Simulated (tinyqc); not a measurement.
# Vibrations of a mass or spring defect in a linear chain, step by step

A worked calculation. Computed by tinyqc, a small Python program that keeps every step. Command: `OMP_NUM_THREADS=1 python tinyqc.py 3002899 3002900 out.jsonl localmode walk`. One thread of a shared host (Intel(R) Xeon(R) Processor @ 2.30GHz), about 0.01 s of CPU time with the checks. Intermediate numbers are printed to about 5 digits and carried at full precision; extremes and crossings named in words are read from the listed rows.

A ring of N atoms with nearest-neighbour springs k and motion along the chain. Atom 1 is the defect, of mass M', and its two springs are k'. Odd sites are A (the defect replaces an A atom), even sites B.

Inputs (values chosen for the exercise, for a model chain): spring constant k = 7.6 eV/angstrom^2; mass M_A = 26.7 u; mass M_B = 95 u; defect mass M' = 4.28 u; spring ratio k'/k at the defect = 1; atoms in the ring N = 12; isotope mass step = 2 u.

Host: diatomic.

Constants: nu for 1 eV/(angstrom^2 u) = 15.6333042 THz.

## Band edges of the host

Host bands: lambda from 0 to 2k/M(heavy) and from 2k/M(light) to 2k (1/M_A + 1/M_B). nu = 15.6333042 THz x sqrt(lambda), lambda in eV/(angstrom^2 u).

band edges (THz): [0.000, 6.253, 11.796, 13.351]

## Dynamical matrix of the ring

D_ii = (sum of the two springs at i)/M_i, D_ij = -k_ij/sqrt(M_i M_j) for neighbours, closed into a ring.

D (eV/(angstrom^2 u)):
```
[[3.5514, -0.3769, 0.0000, 0.0000, 0.0000, 0.0000, 0.0000, 0.0000, 0.0000, 0.0000, 0.0000, -0.3769],
 [-0.3769, 0.1600, -0.1509, 0.0000, 0.0000, 0.0000, 0.0000, 0.0000, 0.0000, 0.0000, 0.0000, 0.0000],
 [0.0000, -0.1509, 0.5693, -0.1509, 0.0000, 0.0000, 0.0000, 0.0000, 0.0000, 0.0000, 0.0000, 0.0000],
 [0.0000, 0.0000, -0.1509, 0.1600, -0.1509, 0.0000, 0.0000, 0.0000, 0.0000, 0.0000, 0.0000, 0.0000],
 [0.0000, 0.0000, 0.0000, -0.1509, 0.5693, -0.1509, 0.0000, 0.0000, 0.0000, 0.0000, 0.0000, 0.0000],
 [0.0000, 0.0000, 0.0000, 0.0000, -0.1509, 0.1600, -0.1509, 0.0000, 0.0000, 0.0000, 0.0000, 0.0000],
 [0.0000, 0.0000, 0.0000, 0.0000, 0.0000, -0.1509, 0.5693, -0.1509, 0.0000, 0.0000, 0.0000, 0.0000],
 [0.0000, 0.0000, 0.0000, 0.0000, 0.0000, 0.0000, -0.1509, 0.1600, -0.1509, 0.0000, 0.0000, 0.0000],
 [0.0000, 0.0000, 0.0000, 0.0000, 0.0000, 0.0000, 0.0000, -0.1509, 0.5693, -0.1509, 0.0000, 0.0000],
 [0.0000, 0.0000, 0.0000, 0.0000, 0.0000, 0.0000, 0.0000, 0.0000, -0.1509, 0.1600, -0.1509, 0.0000],
 [0.0000, 0.0000, 0.0000, 0.0000, 0.0000, 0.0000, 0.0000, 0.0000, 0.0000, -0.1509, 0.5693, -0.1509],
 [-0.3769, 0.0000, 0.0000, 0.0000, 0.0000, 0.0000, 0.0000, 0.0000, 0.0000, 0.0000, -0.1509, 0.1600]]
```

## Frequencies of the ring

Diagonalise D and leave out the zero eigenvalue of the uniform shift.

nonzero frequencies (THz): [2.827, 2.904, 5.194, 5.263, 6.253, 11.926, 12.299, 12.663, 13.048, 13.266, 29.799]

1 mode(s) lie outside the host bands, at 29.799 THz.

## The highest mode of a long ring

The same matrix for 120 atoms; amplitudes are the mass-weighted eigenvector, in size, relative to the defect, for the highest mode; its weight is the squared component of the normalised eigenvector on the defect.

highest frequency, long ring = 29.799 THz

weight of the highest mode on the defect = 0.97684

amplitudes on atoms 1 to 8: [1.0000e+00, 1.0875e-01, 5.3671e-03, 2.3368e-04, 1.1533e-05, 5.0213e-07, 2.4783e-08, 1.0790e-09]

ratio to the top of the host band = 2.2321

A local mode: it lies 123.2 % above the host band and its amplitude falls by a factor 465.37 every two atoms beyond the first neighbour.

## Convergence with the size of the ring

The formulas are those given above.

Highest mode:
```
N    frequency (THz)  weight on the defect  modes outside the bands
4             29.800               0.97669                        1
6             29.799               0.97684                        1
8             29.799               0.97684                        1
12            29.799               0.97684                        1
20            29.799               0.97684                        1
40            29.799               0.97684                        1
80            29.799               0.97684                        1
120           29.799               0.97684                        1
```

The local mode is within 0.01 % of its final value from N = 4 on, and its weight on the defect settles at 0.977: a bound mode needs only a cell larger than its decay length.

## Isotope shift of the local mode

Raise M' by the isotope step in the 120-atom ring. First order, good only for a step much smaller than M': Delta nu/nu = -(1/2) (weight on the defect) Delta M'/M'; a defect vibrating against fixed neighbours would give sqrt(M'/(M' + step)) - 1.

shift, exact = -16.993 %

shift, first order = -22.823 %

shift, fixed neighbours = -17.445 %

The shift is 97 % of the fixed-neighbour value; all other atoms together carry 2 % of the kinetic energy of the mode.

Checks made by the program: sum of eigenvalues against the trace of D (relative difference below 1e-10).
